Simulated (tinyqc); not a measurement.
# Threshold spread from leakage statistics

Problem. VT is Gaussian with standard deviation s and Ioff goes as exp(-VT/(n Vt)), so Ioff is log-normal: mean/median = exp(w^2/2) with w = s/(n Vt). Find w, s, the relative standard deviation sqrt(exp(w^2) - 1) and the share of devices that leak more than the mean, erfc(w/(2 sqrt(2)))/2.

Values chosen for this exercise:
- T = 300 K (temperature)
- n = 1.46 (subthreshold factor)

Constants: q = 1.602176634e-19 C, kB = 1.380649e-23 J/K, Vt = kB T/q. Results are converted to the units shown.

mean/median of the off current = 1.4640000

Answer. w = sqrt(2 ln(mean/median)); the mean lies w/2 standard deviations out in ln Ioff.

w = 0.873
s = 33.0 mV
relative standard deviation = 1.07
share above the mean = 33.1 %

Computed by the program tinyqc: `OMP_NUM_THREADS=1 python tinyqc.py 2090112 2090113 out.jsonl`, one thread of a shared Intel Xeon 2.30GHz, about 0.01 s for the whole run.
